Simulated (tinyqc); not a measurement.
Luttinger-Kohn k.p, four valence bands, step by step. Computed by tinyqc, a small Python program that keeps every step. Settings: g1 = 15.8, g2 = 5.22, g3 = 6.92. Command: `OMP_NUM_THREADS=1 python tinyqc.py 23028 23029 out.jsonl` (the two numbers bound the seeds that draw the settings). One thread of a shared host (Intel(R) Xeon(R) Processor @ 2.60GHz), about 0.01 s of CPU time with the checks.

## Bloch Hamiltonian at k

Luttinger parameters chosen for this model; energies are counted downward from the top of the valence band:
```
parameter      value  unit
g1         15.800000
g2          5.220000
g3          6.920000
```

k point k (1/angstrom): -0.0140  -0.0320  -0.0050

P = c g1 k^2, Q = c g2 (kx^2 + ky^2 - 2 kz^2), R = c sqrt3 [-g2 (kx^2 - ky^2) + 2i g3 kx ky], S = 2 c sqrt3 g3 (kx - i ky) kz, c = hbar^2/2m = 3.809982 eV angstrom^2; rows [P+Q, -S, R, 0], [-S*, P-Q, 0, R], [R*, 0, P-Q, S], [0, R*, S*, P+Q]. The path ends lie at |k| = 0.07 1/angstrom.

H(k) at k (eV):
```
                  3/2              1/2            -1/2            -3/2
3/2            0.0982  -0.0064+0.0146i  0.0285+0.0409i          0.0000
1/2   -0.0064-0.0146i           0.0517          0.0000  0.0285+0.0409i
-1/2   0.0285-0.0409i           0.0000          0.0517  0.0064-0.0146i
-3/2           0.0000   0.0285-0.0409i  0.0064+0.0146i          0.0982
```

## Levels at k

Diagonalise the Hermitian matrix.

eigenvalues (eV): 0.0176  0.0176  0.1322  0.1322

## Bands along a path

The same steps at evenly spaced points between the labelled ones.

Bands along the path (eV):
```
k             band 1  band 2  band 3  band 4
[111]         0.0366  0.0366  0.5533  0.5533
[111]-G 0.33  0.0163  0.0163  0.2459  0.2459
[111]-G 0.67  0.0041  0.0041  0.0615  0.0615
G             0.0000  0.0000  0.0000  0.0000
G-[100] 0.33  0.0111  0.0111  0.0544  0.0544
G-[100] 0.67  0.0445  0.0445  0.2177  0.2177
[100]         0.1001  0.1001  0.4899  0.4899
```

## Hole masses

E = c [g1 k^2 -/+ 2 sqrt(g2^2 k^4 + 3 (g3^2 - g2^2)(kx^2 ky^2 + ky^2 kz^2 + kz^2 kx^2))] with c = hbar^2/2m, and m* = hbar^2 k^2 / (2 E).

Masses (electron masses):
```
direction   heavy   light
[100]      0.1866  0.0381
[110]      0.3667  0.0346
[111]      0.5102  0.0337
```
